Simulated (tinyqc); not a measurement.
# Off-state leakage of single and stacked transistors, step by step

tinyqc, about 0.03 s, one thread, Intel Xeon 2.30GHz (shared host): `OMP_NUM_THREADS=1 python tinyqc.py 2242132 2242133 out.jsonl` Printed values are rounded.

n-channel devices of unit width. Subthreshold current I(Vg, Vs, Vd) = I0 (T/300 K)^0.5 exp[(Vg - Vs - VT(T) - gb (Vs - Vb) + dd (Vd - Vs))/(nf Vt)] (1 - exp(-(Vd - Vs)/Vt)), VT(T) = VT - cT (T - 300 K). Gate-edge tunnelling Ig (Vd/1 V) exp(ag (Vd - 1 V)), for a gate at 0 V, and band-to-band leakage Ab u exp(-Bb/u), u = Vd - Vb + 1 V, flow at a drain held at V; both are taken as independent of T. In a stack of off transistors (all gates at 0 V) the same subthreshold current passes through each.

Values chosen for this exercise; values of the order met in bulk silicon logic transistors: temperature T = 378 K; supply voltage V = 1.1 V; threshold at 300 K, zero drain and body bias VT = 0.33 V; fall of the threshold with temperature cT = 0.5 mV/K; current at threshold at 300 K I0 = 0.21 uA/um; slope factor nf = 1.44; drain-induced lowering per volt dd = 0.12; rise of the threshold per volt of source-body bias gb = 0.18; gate-edge tunnelling current at 1 V Ig = 0.0007 uA/um; exponential slope of the gate current ag = 5 1/V; prefactor of band-to-band leakage at the drain Ab = 50 uA/(um V); its exponential voltage Bb = 20 V; body voltage Vb = 0 V.

Constants: q = 1.602176634e-19 C, kB = 1.380649e-23 J/K, Vt = kB T/q. Results are converted to the units shown.

## Leakage of one transistor

Vg = Vs = 0, Vd = V; effective threshold VT(T) - gb Vb - dd V.

effective threshold = 0.159 V
parts (nA/um): subthreshold 7.947804, gate edge 1.269515, band-to-band 7.674523
total = 16.89184 nA/um
shares (%): subthreshold 47.05114, gate edge 7.515553, band-to-band 45.43331

The subthreshold part is the largest.

## Starting value

Vx = dd V/(1 + gb + 2 dd), the solution for Vx well above Vt, rounded to three decimals.

Vx at the start = 0.093 V

## Iteration 1: new Vx

Stack of two, Vx the node between them: I_low = I(0, 0, Vx), I_up = I(0, Vx, V), f = ln(I_up/I_low), f' = -(1 + gb + 2 dd)/(nf Vt) - 1/(Vt (exp(Vx/Vt) - 1)) - 1/(Vt (exp((V - Vx)/Vt) - 1)), Vx(new) = Vx - f/f'.

I_low = 0.5697250 nA/um
I_up = 0.6037428 nA/um
f = 0.05799455
f' = -32.14810 1/V
Vx after iteration 1 = 0.09480398 V

## Iteration 2: new Vx

As before.

I_low = 0.5742435 nA/um
I_up = 0.5742994 nA/um
f = 9.734361e-5
f' = -32.04128 1/V
Vx after iteration 2 = 0.09480702 V

## Course of the iteration

Stop when the step is below 1e-11 V, or after 40 iterations.

Course of the iteration:
```
iteration  Vx before the step (V)  step (V)
1                           0.093   1.80e-3
2                      0.09480398   3.04e-6
3                      0.09480702  8.27e-12
```

Converged in 3 iterations. The subthreshold current of the stack is 0.5743 nA/um, 13.8 times less than that of one transistor (the drain leakage is unchanged); the estimate exp[dd V (1 + gb + dd)/((1 + gb + 2 dd) nf Vt)] gives 13.1.
